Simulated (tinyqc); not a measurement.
One-dimensional ballistic tunnel FET, two-band WKB: two steps of the calculation.

A p-type source for x < 0 with its Fermi level at 0 and its valence edge at ds; in the channel the bands fall as D exp(-x/lam) towards their flat values, with the conduction edge at Ec = ds - dP and D = dP + Eg. The gate moves dP one to one. The drain Fermi level lies at -Vd and the drain side reflects nothing. For w = E - Ec between 0 and dP an electron crosses the gap. Two-band dispersion with equal masses m: inside the gap kappa = sqrt(m u (1 - u/Eg)/C), u the distance from a band edge, C = hbar^2/(2 m0).

Values chosen for this exercise; band and dielectric values close to those of In0.53Ga0.47As:
- T = 300 K (temperature)
- Eg = 0.728 eV (band gap)
- m = 0.041 m0 (band-edge mass of the two-band model)
- lam = 4 nm (screening length of the source junction)
- ds = 0.15 eV (source valence edge above the source Fermi level)
- Vd = 0.5 V (drain bias)
- g = 2 (number of degenerate subbands (spin apart))
- dP = 0.47 eV (tunnelling window Ev(source) - Ec(channel))
- w0 = 0.41 eV (energy above the channel conduction edge)
- nE = 13 (points of the energy grid)

Constants: q = 1.602176634e-19 C, kB = 1.380649e-23 J/K, hbar = 1.054571817e-34 J s, h = 6.62607015e-34 J s, m0 = 9.1093837015e-31 kg, Vt = kB T/q, hbar^2/(2 m0) = 0.0380998212 eV nm^2. Results are converted to the units shown.

Task 1. The exponent in closed form. S(w) = 2 lam int_0^Eg kappa(u) du/(w + Eg - u) = 2 pi lam sqrt(m/(C Eg)) [w + Eg/2 - sqrt(w (w + Eg))], T(w) = exp(-S). The common triangular estimate is S = (4/3) lam sqrt(m/C) Eg^1.5/(dP + Eg) for all w.

Give: S(w0); T(w0); triangular S.

Result 1.

S(w0) = 2.7786
T(w0) = 0.062125
triangular S = 2.8686

Task 2. Current on a coarse grid. I = g (2 q^2/h) int_0^dP T(w) [f(E) - f(E + Vd)] dw, E = ds - dP + w, f(x) = 1/(1 + exp(x/Vt)). Simpson's rule on nE equally spaced points.

Wanted: w; T(w); difference of the f; I.

Result 2.

| point | w (eV) | T(w) | difference of the f |
|---|---|---|---|
| 0 | 0.00000 | 1.4775e-5 | 0.99905 |
| 1 | 0.03917 | 8.9145e-4 | 0.99977 |
| 2 | 0.07833 | 0.0029186 | 0.99987 |
| 3 | 0.11750 | 0.0062088 | 0.99959 |
| 4 | 0.15667 | 0.010738 | 0.99820 |
| 5 | 0.19583 | 0.016415 | 0.99186 |
| 6 | 0.23500 | 0.023118 | 0.96401 |
| 7 | 0.27417 | 0.030710 | 0.85482 |
| 8 | 0.31333 | 0.039059 | 0.56411 |
| 9 | 0.35250 | 0.048039 | 0.22146 |
| 10 | 0.39167 | 0.057533 | 0.058846 |
| 11 | 0.43083 | 0.067439 | 0.013557 |
| 12 | 0.47000 | 0.077665 | 0.0030116 |

I = 0.74384 uA

tinyqc, about 0.01 s, one thread, Intel Xeon 2.30GHz (shared host): `OMP_NUM_THREADS=1 python tinyqc.py 2620159 2620160 out.jsonl`
